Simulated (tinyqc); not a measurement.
Worked calculation: thin-film optics by transfer matrices. Values are carried at full precision from step to step, so a last printed digit may differ when a step is redone from the rounded ones.

Indices N = n + i k. Snell: N0 sin(theta) = N_j sin(theta_j), with Im(N_j cos theta_j) >= 0. Admittance y_j = N_j cos theta_j for s and N_j/cos theta_j for p. Phase delta_j = 2 pi N_j cos theta_j d_j/lambda. Layer matrix [[cos delta, -i sin delta/y], [-i y sin delta, cos delta]], multiplied from the top down to M. (B, C) = M (1, y_sub); r = (y0 B - C)/(y0 B + C), R = |r|^2, T = 4 Re y0 Re y_sub/|y0 B + C|^2, absorbed in the films 1 - R - T.

Inputs chosen for the exercise (indices near those of resist, ARC, SiO2 on polySi; not measured data): lam = 633 nm (vacuum wavelength); n0 = 1 (ambient index); n = (1.657, 1.661, 1.485, 3.931) (n of resist, ARC, SiO2, substrate); k = (0, 0.02, 0, 0.039) (k in the same order); d = (88.2, 80.5, 9) nm (thicknesses, top first); theta = 60 degrees (angle of incidence); pol = p (polarisation).

## Angles, admittances and phases

Form cos theta_j, y_j and delta_j.

cos theta_j: ambient 0.5000, film 1 0.8525, film 2 0.8534+0.0038i, film 3 0.8123, substrate 0.9754+0.0005i

y_j: ambient 2.0000, film 1 1.9436, film 2 1.9464+0.0147i, film 3 1.8280, substrate 4.0300+0.0379i

delta_j (rad): film 1 1.2368, film 2 1.1326+0.0187i, film 3 0.1078

## Layer matrices and their product

Form each matrix and multiply from the top down.

matrix of film 1:
```
          1         2
1    0.3279  -0.4861i
2  -1.8362i    0.3279
```

matrix of film 2:
```
                1               2
1  0.4244-0.0170i  0.0006-0.4653i
2  0.0288-1.7627i  0.4244-0.0170i
```

matrix of film 3:
```
          1         2
1    0.9942  -0.0588i
2  -0.1966i    0.9942
```

M:
```
                 1                2
1  -0.7840-0.0178i  -0.0092-0.3145i
2  -0.0229-1.2087i  -0.7909-0.0053i
```

Each matrix has determinant 1, and so has M.

## Reflection and transmission

Close the stack on the substrate.

B, C: -0.8090-1.2858i  -3.2102-1.2600i

r = -0.0701+0.3272i
R = 0.1120
T into the substrate = 0.8486
absorbed in the films = 0.0394

The bare substrate would reflect 0.1134.

## Ellipsometric angles

Ellipsometry: rho = tan(Psi) exp(i Delta) = -conj(r_p/r_s) with the r of the admittance formula, Delta in 0 to 360 degrees, so that a bare dielectric at small angles gives Delta = 180.

Repeat the steps for both polarisations.

r_s = -0.6203+0.2871i
r_p = -0.0701+0.3272i
Psi = 26.09 degrees
Delta = 233.08 degrees

## Checks

- R against the recursion of Airy sums from the substrate up: both 0.11200.

(tinyqc, `OMP_NUM_THREADS=1 python tinyqc.py 1652606 1652607 out.jsonl`, Intel(R) Xeon(R) Processor @ 2.30GHz, 1 thread, shared host, about 0.01 s.)
